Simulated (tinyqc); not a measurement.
MOSFET in saturation, small-signal circuit and noise: two steps of the calculation.

Bias by the inversion coefficient IC = I/Ispec (charge-based model with velocity saturation; weak inversion below 0.1, strong above 10). Common-source circuit: gm, gds, Cgs, Cgd and Cj at the inner nodes, Rg in series with the gate; quasi-static, no source or drain resistance, no gate-body capacitance, no substrate network, no induced gate noise, so fmax is an upper estimate.

Inputs (values chosen for the exercise):

| symbol | value | unit | meaning |
|---|---|---|---|
| L | 65 | nm | gate length |
| W | 40 | um | total gate width |
| Cox | 2.07 | uF/cm^2 | gate capacitance |
| Cov | 0.35 | fF/um | overlap and fringe capacitance per side |
| Cj | 0.8 | fF/um | drain junction capacitance |
| Rsh | 15 | ohm | sheet resistance of the gate |
| Wf | 2 | um | finger width |
| Rc | 100 | ohm um | gate contact and vertical resistance |
| IC | 0.053 |  | inversion coefficient |
| f | 1 | GHz | signal frequency |

Problem 1. Capacitances, gate resistance and cut-off frequencies. qs = [sqrt(1 + 4 IC) - 1]/2, Cgs = Cox W L qs (2 qs + 3)/(3 (qs + 1)^2) + Cov W, Cgd = Cov W, Cd = Cj W, Rg = Rsh (Wf/L)/(12 Nf) + Rc/W with Nf = W/Wf fingers (not rounded) contacted at both ends. fT = gm/(2 pi (Cgs + Cgd)), fmax = fT/(2 sqrt(Rg (gds + 2 pi fT Cgd))).

gm = 1.0405979 mS
gds = 0.088450819 mS

Give: Cgs; Cgd; Cd; Rg; fT; fmax.

Solution 1.

Cgs = 16.544 fF
Cgd = 14.000 fF
Cd = 32.000 fF
Rg = 4.4231 ohm
fT = 5.4223 GHz
fmax = 54.213 GHz

Overlap and fringe make up 91.7 % of the gate capacitance; fmax is 10.0 times fT.

Problem 2. Admittance matrix. Inner admittances at w = 2 pi f: y11 = i w (Cgs + Cgd), y12 = -i w Cgd, y21 = gm - i w Cgd, y22 = gds + i w (Cgd + Cd). Invert to Z, add Rg to Z11 and invert back to Y.

gm = 1.0405979 mS
gds = 0.088450819 mS
Cgs = 16.543640 fF
Cgd = 14 fF
Cd = 32 fF
Rg = 4.4230769 ohm

Give: inner y; Y with Rg.

Solution 2.

inner y (mS):
```
                1               2
1  0.0000+0.1919i  0.0000-0.0880i
2  1.0406-0.0880i  0.0885+0.2890i
```

Y with Rg (mS):
```
                1                2
1  0.0002+0.1919i  -0.0001-0.0880i
2  1.0405-0.0888i   0.0885+0.2894i
```

Computed by the program tinyqc: `OMP_NUM_THREADS=1 python tinyqc.py 2150105 2150106 out.jsonl`, one thread of a shared Intel Xeon 2.30GHz, about 0.01 s for the whole run.
